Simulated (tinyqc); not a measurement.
Electroplating on a thin resistive seed layer: kinetics, Wagner number and the terminal effect across a wafer: one step, computed by the program tinyqc. Command: `OMP_NUM_THREADS=1 python tinyqc.py 3121078 3121079 out.jsonl terminal walk`. One thread of a shared host (Intel(R) Xeon(R) Processor @ 2.30GHz), about 0.02 s of CPU time with the checks.

Current enters the seed at the rim. The bath is treated as a local resistance per area (no lateral flow in the liquid), two electrons per ion, molar volume 7.11 cm^3/mol, Faraday constant F = e N_A, kinematic viscosity 0.01 cm^2/s, omega = 2 pi x rpm/60; k_B T/e is in volts.

Question. Rate, limit and resistances. Growth rate = i V_m/(2 F). Levich limit i_L = 0.62 x 2 F D^(2/3) omega^(1/2) nu^(-1/6) c. Tafel overpotential eta = (k_B T/(alpha e)) ln(i/i_0); kinetic resistance k_B T/(alpha e i); bath resistance h/kappa + plate; R_s = resistivity/t; Wagner number = kinetic resistance x kappa/R.

Inputs (values chosen for the exercise, of the order of those for copper plating on a thin cobalt or ruthenium seed):

| quantity | value | unit |
|---|---|---|
| wafer radius R | 7.5 | cm |
| seed thickness t | 30 | nm |
| seed resistivity | 8.9 | microohm cm |
| bath conductivity kappa | 0.045 | S/cm |
| gap to the anode h | 2.1 | cm |
| extra resistance of a porous plate | 35 | ohm cm^2 |
| exchange current density i_0 | 0.67 | mA/cm^2 |
| cathodic transfer coefficient alpha | 0.87 | - |
| mean current density | 13 | mA/cm^2 |
| diffusivity of the metal ion | 6.5e-06 | cm^2/s |
| metal ion concentration | 0.29 | mol/L |
| rotation rate | 200 | rpm |
| temperature T | 298 | K |

Constants: e = 1.602176634e-19 C; N_A = 6.02214076e+23 1/mol; k_B = 8.617333262e-05 eV/K.

Give: growth rate; limiting current i_L; overpotential; kinetic resistance; bath resistance R_b; sheet resistance R_s; Wagner number.

Answer.

growth rate = 287.4 nm/min

limiting current i_L = 119.1 mA/cm^2

overpotential = 87.53 mV

kinetic resistance = 2.271 ohm cm^2

bath resistance R_b = 81.67 ohm cm^2

sheet resistance R_s = 2.967 ohm/square

Wagner number = 0.01362
